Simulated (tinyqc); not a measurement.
WKB tunnelling through a gate dielectric with a two-band (Franz) dispersion, step by step. Values are carried at full precision from step to step, so a last printed digit may differ when a step is redone from the rounded ones.

Constants: hbar^2/2m0 = 3.80998211 eV angstrom^2.

Inputs chosen for the exercise (of the size used for SiO2 on silicon; the results hold for these values, not for the real material): phi = 3.06 eV (barrier above the electron energy at the emitter); t = 10 angstrom (thickness); V = 1 V (voltage across the layer); Eg = 8.77 eV (gap of the dielectric); m = 0.55 m0 (mass at the conduction edge).

## Shape of the barrier

Field V/t (1 V/angstrom = 100 MV/cm), the end of the forbidden region x_e = min(t, phi t/V), and u there.

field = 10.00 MV/cm
x_e = 10.00 angstrom
u(x_e) = 2.060 eV

V < phi: a trapezoid, direct tunnelling through the whole layer.

## Decay constant through the layer

At depth x the conduction edge lies u(x) = phi - V x/t above the electron. Parabolic: kappa = sqrt(m u/c). Franz: kappa = sqrt(m u (1 - u/Eg)/c), which vanishes at both band edges. c = hbar^2/2m0. T = exp(-2 integral of kappa dx) over the region u > 0; no image force, no prefactor, zero transverse momentum. The region ends at x_e = min(t, phi t/V); x_e < t is the Fowler-Nordheim regime.

Nine points x = j x_e/8.

kappa (1/angstrom):
```
x (angstrom)  u (eV)  parabolic   Franz
0.000         3.0600     0.6646  0.5363
1.250         2.9350     0.6509  0.5309
2.500         2.8100     0.6369  0.5250
3.750         2.6850     0.6226  0.5186
5.000         2.5600     0.6079  0.5115
6.250         2.4350     0.5929  0.5039
7.500         2.3100     0.5775  0.4956
8.750         2.1850     0.5616  0.4867
10.000        2.0600     0.5453  0.4770
```

At the emitter the Franz value is 19.3 % below the parabolic one, the factor sqrt(1 - phi/Eg).

## The integrals by Simpson's rule

Weights 1, 4, 2, 4, 2, 4, 2, 4, 1 times a third of the spacing.

integral of kappa dx: parabolic 6.069, Franz 5.099

## The integrals in closed form

Parabolic: (2/3) sqrt(m/c) (t/V) (phi^(3/2) - u_e^(3/2)). Franz: sqrt(m/c) Eg^(3/2) (t/V) (f(phi/Eg) - f(u_e/Eg)) with f(y) = ((2y - 1) sqrt(y (1 - y)) + arcsin(sqrt y))/4. u_e = max(phi - V, 0). T = exp(-2 I).

integral of kappa dx: parabolic 6.0694, Franz 5.0992

T: parabolic 5.35e-06, Franz 3.72e-05

The two-band dispersion raises T by a factor 6.96.

## Checks

- Franz integral in closed form against adaptive quadrature: both 5.09918.

tinyqc: `OMP_NUM_THREADS=1 python tinyqc.py 1451439 1451440 out.jsonl`; about 0.01 s, one thread, shared Intel(R) Xeon(R) Processor @ 2.30GHz.
